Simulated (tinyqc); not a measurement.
Finite square well with mass mismatch (envelope functions), step by step. Values are carried at full precision from step to step, so a last printed digit may differ when a step is redone from the rounded ones.

A square well of width L and depth V0, mass mw inside and mb outside, energies from the bottom of the well, c = hbar^2/2m0. k = sqrt(mw E/c), kappa = sqrt(mb (V0 - E)/c). psi and psi'/m are continuous at the walls (BenDaniel-Duke), so level n solves k L + 2 atan[(k/mw)/(kappa/mb)] = n pi.

Constants: hbar^2/2m0 = 3.80998211 eV angstrom^2.

Inputs chosen for the exercise (near those of a GaAs well in AlGaAs; the results hold for these values, not for the real material): L = 182 angstrom (well width); V0 = 0.219 eV (barrier height); mw = 0.0689 m0 (mass in the well); mb = 0.0894 m0 (mass in the barrier); alpha_w = 0.54 1/eV (non-parabolicity in the well); alpha_b = 0.51 1/eV (non-parabolicity in the barrier).

## How many levels are bound

At E = V0 the arctangent equals pi/2, so level n is bound if k0 L > (n - 1) pi with k0 = sqrt(mw V0/c). Compare with the infinitely deep well, E1(hard) = c (pi/L)^2/mw.

k0 = 0.06293 1/angstrom
k0 L/pi = 3.6458
number of bound levels = 4
E1(hard) = 0.0165 eV

The count does not depend on mb. One more level binds at L = 199.7 angstrom.

## The lowest level by bisection

f(E) = k L + 2 atan[(k/mw)/(kappa/mb)] - pi rises with E. Twelve halvings of [0, V0]: keep the half in which f changes sign.

Bisection:

| step | low (eV) | high (eV) | midpoint (eV) | k | kappa | f |
|---|---|---|---|---|---|---|
| 1 | 0.00000 | 0.21900 | 0.10950 | 0.04450 | 0.05069 | 6.6580 |
| 2 | 0.00000 | 0.10950 | 0.05475 | 0.03147 | 0.06208 | 3.7487 |
| 3 | 0.00000 | 0.05475 | 0.02738 | 0.02225 | 0.06706 | 1.7210 |
| 4 | 0.00000 | 0.02738 | 0.01369 | 0.01573 | 0.06941 | 0.2939 |
| 5 | 0.00000 | 0.01369 | 0.00684 | 0.01112 | 0.07056 | -0.7133 |
| 6 | 0.00684 | 0.01369 | 0.01027 | 0.01363 | 0.06998 | -0.1669 |
| 7 | 0.01027 | 0.01369 | 0.01198 | 0.01472 | 0.06970 | 0.0717 |
| 8 | 0.01027 | 0.01198 | 0.01112 | 0.01418 | 0.06984 | -0.0453 |
| 9 | 0.01112 | 0.01198 | 0.01155 | 0.01445 | 0.06977 | 0.0137 |
| 10 | 0.01112 | 0.01155 | 0.01133 | 0.01432 | 0.06981 | -0.0157 |
| 11 | 0.01133 | 0.01155 | 0.01144 | 0.01438 | 0.06979 | -0.0009 |
| 12 | 0.01144 | 0.01155 | 0.01150 | 0.01442 | 0.06978 | 0.0064 |

After twelve halvings the bracket is V0/4096 = 0.053 meV wide.

## Bound levels

Solve the condition for each n (six at most). With A = cos(kL/2) for even and sin(kL/2) for odd levels, the probability in the barriers is Pb = (A^2/kappa)/(A^2/kappa + L/2 +/- sin(kL)/(2k)), + for even.

Levels:

| n | parity | E (eV) | k (1/angstrom) | kappa (1/angstrom) | Pb |
|---|---|---|---|---|---|
| 1 | even | 0.0114 | 0.01439 | 0.06979 | 0.0088 |
| 2 | odd | 0.0456 | 0.02871 | 0.06379 | 0.0362 |
| 3 | even | 0.1015 | 0.04284 | 0.05251 | 0.0893 |
| 4 | odd | 0.1754 | 0.05632 | 0.03199 | 0.2120 |

The lowest level lies at 69 % of the infinite-well value and decays into the barrier over 1/kappa = 14.3 angstrom.

## Mass in the plane and density of states

To first order in the in-plane energy, 1/m_par = (1 - Pb)/mw + Pb/mb for each subband. Each adds a step D = m_par/(2 pi c) to the density of states per area (spin included, one valley); 1/angstrom^2 = 1e16/cm^2.

Subbands:

| n | m_par (m0) | D (1e13/(eV cm^2)) |
|---|---|---|
| 1 | 0.0690 | 2.884 |
| 2 | 0.0695 | 2.902 |
| 3 | 0.0703 | 2.938 |
| 4 | 0.0724 | 3.025 |

## Levels with energy-dependent masses

Non-parabolic bands: mw is replaced by mw (1 + alpha_w E) and mb by mb (1 - alpha_b (V0 - E)), in k, kappa and the matching condition alike.

Solve the same condition with the energy-dependent masses, and list the shift from the parabolic levels that exist in both.

Levels:

| n | E (eV) | mass inside | mass outside | shift (meV) |
|---|---|---|---|---|
| 1 | 0.0116 | 0.0693 | 0.0799 | 0.2 |
| 2 | 0.0454 | 0.0706 | 0.0815 | -0.2 |
| 3 | 0.0985 | 0.0726 | 0.0839 | -3.0 |
| 4 | 0.1656 | 0.0751 | 0.0870 | -9.8 |

Level 1 moves by +0.2 meV and level 4 by -9.8 meV. The lighter mass deep in the barrier hardens the wall for low levels; the heavier mass in the well wins higher up.

## Checks

- Lowest level by finite differences (200 cells across the well) against the matching condition, eV: both 0.0114.

Run: tinyqc, `OMP_NUM_THREADS=1 python tinyqc.py 1252227 1252228 out.jsonl`; Intel(R) Xeon(R) Processor @ 2.30GHz, one thread, shared host; about 0.01 s of CPU time with all checks.
